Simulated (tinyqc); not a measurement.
Inside a calculation. Model: valence-band offset from core levels (Kraut method), with the dipole against the affinity rule.

tinyqc, about 0.01 s, one thread, Intel Xeon 2.30GHz (shared host): `OMP_NUM_THREADS=1 python tinyqc.py 2410095 2410096 out.jsonl` Printed values are rounded.

Binding energies are counted downwards from the Fermi level. dEv > 0 means that the valence edge of B lies below that of A, dEc > 0 that the conduction edge of B lies above that of A; dEc + dEv = EgB - EgA. The spectra are made-up values treated as data.

Values chosen for this exercise; gaps and affinities close to those of germanium (A) and hafnium oxide (B):
```
symbol,value,unit,meaning
EgA,0.66,eV,gap of the substrate A
EgB,5.94,eV,gap of the overlayer B
chiA,4.02,eV,electron affinity of A
chiB,2.44,eV,electron affinity of B
cA,63.91,eV,core level of bare A
cB,102.02,eV,core level of thick B
vB,2.99,eV,valence-band maximum of thick B
ei,6.2,,relative permittivity inside the dipole layer
dd,0.24,nm,thickness of the dipole layer
iA,63.62,eV,core level of A under a thin film of B
iB,103.17,eV,core level of B in that thin film
bg,34,,background counts in the gap
```

Constants: q = 1.602176634e-19 C, eps0 = 8.8541878128e-14 F/cm where lengths are in cm. Results are converted to the units shown.

## Valence-band maximum of bare A

```
point	binding energy (eV)	counts on the leading edge
0	0.68	308
1	0.8	456
2	0.92	575
3	1.04	726
4	1.16	858
5	1.28	988
```

Fit a straight line to the leading edge by least squares; the maximum vA lies where it meets the background.

slope = 1132.619 counts/eV
intercept = -458.1333 counts
vA = 0.4345091 eV

## Offsets

dEv = (iB - iA) - (cB - vB) + (cA - vA), dEc = EgB - EgA - dEv.

cA - vA = 63.47549 eV
cB - vB = 99.03 eV
iB - iA = 39.55 eV
dEv = 3.995491 eV
dEc = 1.284509 eV

The alignment is type I (straddling). Both offsets exceed 1 eV, the usual requirement for a gate dielectric. A rigid shift of all levels, by charging or doping, cancels in the differences.

## Interface dipole

The affinity rule gives dEc(0) = chiA - chiB; the dipole step is D = dEc - dEc(0), and two sheets of opposite charge dd apart hold N = eps0 ei |D|/(q dd).

dEc(0) = 1.58 eV
D = -0.2954909 eV
N = 4.218546e13 cm^-2
field in the dipole layer = 12.31212 MV/cm

N is 0.060 elementary charges for each of about 7e14 surface atoms per cm^2.
